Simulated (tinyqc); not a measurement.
Worked calculation: Hall factor, magnetoresistance and optical conductivity for a power-law relaxation time. Computed by tinyqc, a small Python program that keeps every step. Command: `OMP_NUM_THREADS=1 python tinyqc.py 3020905 3020906 out.jsonl magneto walk`. One thread of a shared host (Intel(R) Xeon(R) Processor @ 2.30GHz), about 0.01 s of CPU time with the checks. Intermediate numbers are printed to about 5 digits and carried at full precision; extremes and crossings named in words are read from the listed rows.

One spherical parabolic band, tau(E) = tau_0 x^s with x = E/(k_B T). Landau quantisation is left out.

Inputs (values chosen for the exercise, with a mass close to that of electrons in germanium):

| quantity | value | unit |
|---|---|---|
| effective mass m | 0.12 | m_0 |
| exponent s | 0.5 | - |
| tau_0 | 35 | fs |
| reduced Fermi level eta | 10 | - |
| temperature T | 300 | K |
| magnetic field B | 5.4 | T |
| frequency f | 0.99 | THz |
| background permittivity eps_inf | 13.4 | - |

Constants: m_0 = 9.1093837015e-31 kg; k_B = 1.380649e-23 J/K; hbar = 1.054571817e-34 J s; e = 1.602176634e-19 C; eps_0 = 8.8541878128e-12 F/m; c = 299792458 m/s.

## Density and moments of tau

<y> = int y x^(3/2) f (1 - f) dx / int x^(3/2) f (1 - f) dx, f = 1/(1 + exp(x - eta)). Integrals over x = E/(k_B T) use 160 Gauss-Legendre points in u = sqrt(x) from 0 to sqrt(max(eta, 0) + 45). n = (2 m k_B T)^(3/2)/(3 pi^2 hbar^3) int x^(3/2) f (1 - f) dx; moments in units of tau_0.

density n = 2.5124e+19 1/cm^3

<tau>/tau_0 = 3.2261

<tau^2>/tau_0^2 = 10.484

<tau^3>/tau_0^3 = 34.316

<1/tau> tau_0 = 0.31234

## Limits

mu = e <tau>/m; weak field r_H = <tau^2>/<tau>^2 and MR = c (mu B)^2, c = <tau^3>/<tau>^3 - r_H^2; strong field r_H = 1 and MR = <tau> <1/tau> - 1.

drift mobility mu = 1655.0 cm^2/(V s)

weak-field Hall factor = 1.0074

coefficient c = 0.0072598

saturation MR = 0.76414 %

For a classical gas r_H = Gamma(5/2) Gamma(5/2 + 2s)/Gamma(5/2 + s)^2 = 1.1045; degeneracy narrows the energy window and pulls it towards 1.

## At the given field

With w_c = e B/m: sigma_xx = (n e^2/m) <tau/(1 + w_c^2 tau^2)>, sigma_xy = (n e^2/m) <w_c tau^2/(1 + w_c^2 tau^2)>; r_H = (n e/B) sigma_xy/(sigma_xx^2 + sigma_xy^2); MR = sigma_0 sigma_xx/(sigma_xx^2 + sigma_xy^2) - 1, sigma_0 = n e^2 <tau>/m.

mu B = 0.89368

sigma_xx = 3688.7 S/cm

|sigma_xy| = 3299.6 S/cm

Hall factor r_H = 1.0042

magnetoresistance MR = 0.32169 %

## Field dependence

The formulas are those given above.

Against the field:

| B (T) | mu B | r_H | MR (%) |
|---|---|---|---|
| 0.18 | 2.9789e-02 | 1.0073 | 6.4364e-04 |
| 0.6 | 9.9298e-02 | 1.0073 | 7.0854e-03 |
| 1.8 | 2.9789e-01 | 1.0068 | 5.9001e-02 |
| 3.6 | 5.9579e-01 | 1.0055 | 1.8918e-01 |
| 6 | 9.9298e-01 | 1.0038 | 3.6041e-01 |
| 12 | 1.9860e+00 | 1.0016 | 5.9215e-01 |
| 24 | 3.9719e+00 | 1.0005 | 7.1126e-01 |
| 60 | 9.9298e+00 | 1.0001 | 7.5505e-01 |
| 240 | 3.9719e+01 | 1.0000 | 7.6356e-01 |

r_H falls from 1.007 to 1.000, so a strong-field measurement gives n directly (though the highest fields listed exceed the roughly 100 T that non-destructive magnets reach); half of the fall is done between 0.993 and 1.99 in mu B. MR starts as B^1.99 and reaches 100 % of its saturation value in the last row. It arises only because carriers of different energy have different Hall angles, which one Hall field cannot cancel. Above 27 T hbar w_c exceeds k_B T and mu B exceeds 1, and Landau quantisation replaces this picture.

## Response at frequency f

sigma(w) = (n e^2/m) <tau/(1 - i w tau)>, w = 2 pi f; eps = eps_inf + i sigma/(eps_0 w); N = sqrt(eps); absorption coefficient 2 w Im N/c; reflectivity |(N - 1)/(N + 1)|^2; plasma frequency sqrt(n e^2/(eps_inf eps_0 m))/(2 pi).

sigma(w) = 4442.8+3128.5i S/cm

permittivity = -5666.9+8066.6i

refractive index = 45.778+88.105i

absorption coefficient = 36562 1/cm

reflectivity = 0.98160

plasma frequency = 35.490 THz

w <tau> = 0.70 and f/f_p = 0.0279. Here the real part of eps is negative and the sample reflects like a metal.

Checks made by the program: <tau> against adaptive quadrature (relative difference below 1e-10).
